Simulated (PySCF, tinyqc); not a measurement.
Worked calculation: FCI on RHF in the sto-6g basis, for H2, spin multiplicity 1. The lowest restricted solution is unstable here: a spin-polarised one lies 0.0007 hartree lower (PySCF). One step of it, computed by the program tinyqc.

Problem. FCI: roots. Diagonalise (each vector has its largest component positive (the first on a tie)); all determinants have Ms = 0, so triplets appear too. The lowest singlet root is the correlation energy.

Occupation strings over the orbitals (2 doubly, a alpha, b beta, 0 empty; spin orbitals ordered 1a 1b 2a 2b ...): 20 02

H - E(HF) between determinants (hartree):
```
          20        02
20  0.000000  0.208906
02  0.208906  0.816590
```

Give: lowest roots of this matrix, relative to E(HF); lowest vectors; <S^2> of these roots; weight of the ground state by excitation level 0, 1, 2, ....

Solution.

lowest roots of this matrix, relative to E(HF) (hartree): -0.050  0.867

lowest vectors:
```
    root 1  root 2
20   0.972   0.234
02  -0.234   0.972
```

<S^2> of these roots: 0.000  0.000

weight of the ground state by excitation level 0, 1, 2, ...: 0.945  0.000  0.055
